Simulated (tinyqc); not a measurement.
# Modulation-doped quantum well, Poisson-Schroedinger loop: effect of the share of the donors on the left side

A well of width L centred at z = 0 between barriers Vb; effective-mass electrons, parabolic bands. The electrons come from donor sheets outside the mesh, a share fL of Ns on the left and the rest on the right, so the structure is neutral. Energies are counted from the band edge of the well, with U = 0 on the first node in the Hartree part.

Schroedinger equation -C d/dz (1/m) dpsi/dz + (V0 + U) psi = E psi, C = hbar^2/(2 m0), on a fine mesh (400 intervals across the well) with hard walls 3.555 nm outside the well edges (to within half a fine step); the lowest 2 levels are kept. V0 = 0 in the well and Vb outside, plus q Fz z (1 kV/cm = 1e-4 eV/nm). N_k = D Vt ln(1 + exp((EF - E_k)/Vt)), D = md m0 q/(pi hbar^2), sum N_k = Ns; n = sum N_k |psi_k|^2. dU/dz = q (fL Ns - integral of n from the left)/(eps0 eps_r). The loop is converged to 1e-9 eV; shares under 0.001 % are printed as 0.

Inputs (values chosen for the exercise); material values close to those of GaAs in AlGaAs:
```
symbol   value   unit                             meaning
T          400      K                         temperature
mw      0.0654     m0            mass along z in the well
mb      0.0925     m0        mass along z in the barriers
md      0.0655     m0                       in-plane mass
Vb       0.257     eV                      barrier height
eps_r       13         relative permittivity (all layers)
L         7.11     nm                          well width
Ns      2.3e11  cm^-2          sheet density of electrons
Fz           0  kV/cm               applied field along z
```

Constants: q = 1.602176634e-19 C, kB = 1.380649e-23 J/K, hbar = 1.054571817e-34 J s, m0 = 9.1093837015e-31 kg, Vt = kB T/q, eps0 = 8.8541878128e-14 F/cm where lengths are in cm, hbar^2/(2 m0) = 0.0380998212 eV nm^2. Results are converted to the units shown.

Effect of the share of the donors on the left side:
```
fL,E2 - E1 (meV),EF - E1 (meV),share of E2 (%),centroid (nm),charge in the barriers (%),range of U in the well (meV)
0,144,-45.0,1.69,0.0833,6.74,11.1
0.2,144,-45.0,1.69,0.0500,6.72,7.25
0.4,144,-45.0,1.69,0.0167,6.72,4.33
0.6,144,-45.0,1.69,-0.0167,6.72,4.33
0.8,144,-45.0,1.69,-0.0500,6.72,7.25
1,144,-45.0,1.69,-0.0833,6.74,11.1
```

As fL goes from 0 to 1, E2 - E1 stays near 144 meV, EF - E1 stays near -45.0 meV and the share of E2 stays near 1.69 %. EF stays below E2 throughout. The centroid falls from 0.0833 to -0.0833 nm.

Numbers from tinyqc (`OMP_NUM_THREADS=1 python tinyqc.py 2140058 2140059 out.jsonl`; about 0.1 s on one thread of a shared Intel Xeon 2.30GHz).
